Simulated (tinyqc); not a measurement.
What each value does: bond-orbital model of a tetrahedral semiconductor (Harrison's universal couplings).

Hybrid level eh = (es + 3 ep)/4; metallic energy V1 = (ep - es)/4 for each atom; covalent energy V2 = 3.22 hbar^2/(m d^2); polar energy V3 = (ehc - eha)/2; hbar^2/m = 2c, c = hbar^2/2m0. Polarity ap = V3/sqrt(V2^2 + V3^2), covalency ac = V2/sqrt(V2^2 + V3^2). p-p coupling at Gamma Exx = (4/3)(2.22 - 2 x 0.63) hbar^2/(m d^2) = 1.28 hbar^2/(m d^2), s-s coupling Ess = 4 x 1.32 hbar^2/(m d^2).

Constants: hbar^2/2m0 = 3.80998211 eV angstrom^2.

Values chosen for the exercise (near tabulated values for Si; the model gives trends, and its gaps can be far from the real ones; shifted at random, so the results belong to these values and not to a real crystal):
- esc = -14.92 eV (s level, cation)
- epc = -7.58 eV (p level, cation)
- esa = -14.92 eV (s level, anion)
- epa = -7.58 eV (p level, anion)
- d = 2.35 angstrom (bond length)

The bond-antibond splitting is 2 sqrt(V2^2 + V3^2). E0 is the upper root of [[esa, 5.28 u], [5.28 u, esc]] less the lower root of [[epa, 1.28 u], [1.28 u, epc]], u = hbar^2/(m d^2). Each row changes one parameter from the base and keeps the others.

Results:

| case | ap | bond-antibond splitting (eV) | Ev (eV) | E0 (eV) |
|---|---|---|---|---|
| base | 0.0000 | 8.886 | -9.346 | 1.712 |
| esc = -14.42 eV | 0.0141 | 8.887 | -9.346 | 1.966 |
| epc = -7.08 eV | 0.0422 | 8.894 | -9.114 | 1.479 |
| esa = -14.42 eV | -0.0141 | 8.887 | -9.346 | 1.966 |
| epa = -7.08 eV | -0.0422 | 8.894 | -9.114 | 1.479 |
| d = 2.4 angstrom | 0.0000 | 8.520 | -9.273 | 1.338 |

The largest shifts from the base row, up to three for each result and ties (the steps differ in size, so this ranks the rows, not the parameters). ap: epc +0.0422, epa -0.0422, esc +0.0141, esa -0.0141; unchanged at the printed digits by d. bond-antibond splitting (eV): d -0.366, epc +0.008, epa +0.008. Ev (eV): epc +0.232, epa +0.232, d +0.073; unchanged at the printed digits by esc and esa. E0 (eV): d -0.373, esc +0.254, esa +0.254.

tinyqc: `OMP_NUM_THREADS=1 python tinyqc.py 1482570 1482571 out.jsonl`; about 0.01 s, one thread, shared Intel(R) Xeon(R) Processor @ 2.30GHz.
